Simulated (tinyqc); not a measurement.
Worked calculation: sheet resistance of a shallow doped layer with concentration-dependent mobility and limited activation. Computed by tinyqc, a small Python program that keeps every step. Command: `OMP_NUM_THREADS=1 python tinyqc.py 3023553 3023554 out.jsonl irvin walk`. One thread of a shared host (Intel(R) Xeon(R) Processor @ 2.30GHz), about 0.03 s of CPU time with the checks. Intermediate numbers are printed to about 5 digits and carried at full precision; extremes and crossings named in words are read from the listed rows.

A layer of one dopant lies in a background of the opposite type. Current flows parallel to the surface down to the junction; depletion is ignored.

Inputs (values chosen for the exercise, modelled on arsenic in silicon): surface concentration C_s = 4.5e+20 1/cm^3; length l = 25 nm; tail abruptness = 6.1 nm/decade; background C_B = 4e+16 1/cm^3; mobility floor mu_min = 52.3 cm^2/(V s); mobility mu_max = 1430 cm^2/(V s); reference density N_r = 1.01e+17 1/cm^3; exponent alpha = 0.674; prefactor of the active limit = 1.9e+22 1/cm^3; energy of the active limit = 0.478 eV; anneal temperature T = 900 C.

Profile: box with exponential tail.

Constants: k_B = 8.617333262e-05 eV/K; e = 1.602176634e-19 C.

## Active limit and depths

C(x) = C_s for x < l and C_s 10^(-(x - l)/abruptness) beyond. Temperatures in kelvin are T(C) + 273.15. Active limit C_a = prefactor x exp(-energy/(k_B T)); the junction lies where C = C_B, and the profile exceeds C_a down to x_a (zero if C_s is below C_a). Slope at the junction in nm per decade = ln(10) C/|dC/dx|.

active limit C_a = 1.6799e+20 1/cm^3

junction depth x_j = 49.712 nm

depth x_a = 27.610 nm

abruptness at the junction = 6.1 nm/decade

## Local values

Active density N = min(C, C_a); carriers n = N - C_B; mobility mu = mu_min + (mu_max - mu_min)/(1 + ((N + C_B)/N_r)^alpha). Conductivity e n mu. Depths are 0, 0.2, 0.4, 0.6, 0.8 and 0.95 of x_j.

Along the depth:
```
x (nm)  C (1/cm^3)  N (1/cm^3)  mu (cm^2/(V s))  conductivity (S/cm)
0.000   4.5000e+20  1.6799e+20            61.53               1655.7
9.942   4.5000e+20  1.6799e+20            61.53               1655.7
19.885  4.5000e+20  1.6799e+20            61.53               1655.7
29.827  7.2755e+19  7.2755e+19            68.44                797.3
39.770  1.7059e+18  1.7059e+18           228.32                 60.9
47.226  1.0222e+17  1.0222e+17           662.05                  6.6
```

## Sheet resistance

Integrals from 0 to x_j, where C = C_B (Gauss-Legendre, 60 points on each smooth piece; 1 nm = 1e-7 cm): dose int C dx, carriers int n dx, mean mobility int n mu dx/int n dx, R_s = 1/(e int n mu dx).

chemical dose = 1.2442e+15 1/cm^2

sheet carrier density = 5.0813e+14 1/cm^2

mean mobility = 62.818 cm^2/(V s)

sheet resistance R_s = 195.53 ohm/square

carriers per dopant atom = 0.40840

product R_s x_j = 9720.4 ohm nm

A box at the active limit as deep as x_j would give 121 ohm/square, the least this anneal allows at that depth. Clipping at C_a leaves 59 % of the dose without carriers (compensation included).

## Raising the surface concentration at fixed length

The last column drops the active limit.

Layers:
```
C_s (1/cm^3)  x_j (nm)  dose (1/cm^2)  mean mu (cm^2/(V s))  R_s (ohm/square)  R_s if all active
1.00e+18        33.527     2.7543e+12                298.81            7971.7         7.9717e+03
3.00e+18        36.438     8.2842e+12                187.12            4098.5         4.0985e+03
1.00e+19        39.627     2.7639e+13                117.61            1931.3         1.9313e+03
3.00e+19        42.538     8.2937e+13                 84.93             887.9         8.8795e+02
1.00e+20        45.727     2.7648e+14                 67.25             335.9         3.3590e+02
2.00e+20        47.564     5.5297e+14                 62.92             210.2         1.8274e+02
5.00e+20        49.991     1.3824e+15                 62.81             193.8         7.8562e+01
1.00e+21        51.827     2.7649e+15                 62.73             183.0         4.0629e+01
2.00e+21        53.664     5.5298e+15                 62.67             173.4         2.0765e+01
```

R_s falls as C_s^-0.61 between the first rows and as C_s^-0.08 between the last. Below C_a = 1.7e20 the exponent is set by the mobility, which drops from 299 towards mu_min. Above C_a extra dose only widens the clipped region: in the last row R_s is 8.35 times the fully active value. Caution: in rows with more than about 2e20 active atoms per cm^3 measured mobilities fall further than this form.

Checks made by the program: sheet conductance against adaptive quadrature (relative difference below 1e-10).
